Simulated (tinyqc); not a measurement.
## Bandgap voltage reference from two bipolar transistors: output against temperature

Two transistors of area 1 and N carry the same current I. Is(T) = Is (T/T0)^eta exp[(Vg0 q/kB)(1/T0 - 1/T)], VBE1 = Vt ln(I/Is(T)) + I rb, VBE2 = Vt ln(I/(N Is(T))) + I rb/N. The amplifier forces I R1(T) = VBE1 - VBE2 + Vos, with R(T) = R (1 + tc (T - T0)) for both resistors, and the output is Vref = VBE1 + I R2(T). Base currents and the Early effect are neglected.

Vt = kB T/q; I = (Vt ln N + Vos)/(R1(T) - rb (1 - 1/N)).

Parameters, values chosen for the exercise; values of the order met in silicon bipolar transistors:
- T0 = 323 K (reference temperature)
- Vg0 = 1.145 V (band-gap voltage extrapolated to 0 K)
- eta = 3.7 (temperature exponent of the saturation current)
- Is = 2.4e-16 A (saturation current of the unit transistor at T0)
- N = 8 (area ratio of the second transistor)
- R1 = 9.1 kohm (resistor across which the difference of VBE falls, at T0)
- tc = -300 ppm/K (temperature coefficient of both resistors)
- Vos = 0 mV (offset of the amplifier)
- rb = 0 ohm (series resistance of the unit transistor)
- R2 = 82.06 kohm (output resistor at T0)

Constants: q = 1.602176634e-19 C, kB = 1.380649e-23 J/K. Results are converted to the units shown.

Output against temperature:
```
T (K)  I (uA)  VBE1 (V)  I R2 (V)  Vref (V)  Vref - Vref(T0) (mV)  dVref/dT (uV/K)
218     4.162    0.8424    0.3523     1.195                 4.744           0.7889
233     4.467    0.8181    0.3765     1.195                 4.644           -13.92
253     4.879    0.7853    0.4088     1.194                 4.182           -32.03
273     5.296    0.7522    0.4411     1.193                 3.373           -48.68
298     5.824    0.7103    0.4815     1.192                 1.914           -67.73
323     6.360    0.6680    0.5219     1.190                     0           -85.13
348     6.904    0.6253    0.5623     1.188                -2.331           -101.1
373     7.457    0.5822    0.6027     1.185                -5.045           -115.9
398     8.018    0.5387    0.6431     1.182                -8.115           -129.6
423     8.587    0.4949    0.6835     1.178                -11.52           -142.3
```

What does the table show?

VBE1 falls by 1.70 mV/K on average and I R2 rises by 1.62 mV/K. The slope of Vref vanishes at T = 219 K. Between 233 and 398 K Vref spans 12.8 mV, or 65.0 ppm/K by the box method (span over the average over T, over 165 K).

Numbers from tinyqc (`OMP_NUM_THREADS=1 python tinyqc.py 2062042 2062043 out.jsonl`; about 0.03 s on one thread of a shared Intel Xeon 2.30GHz).
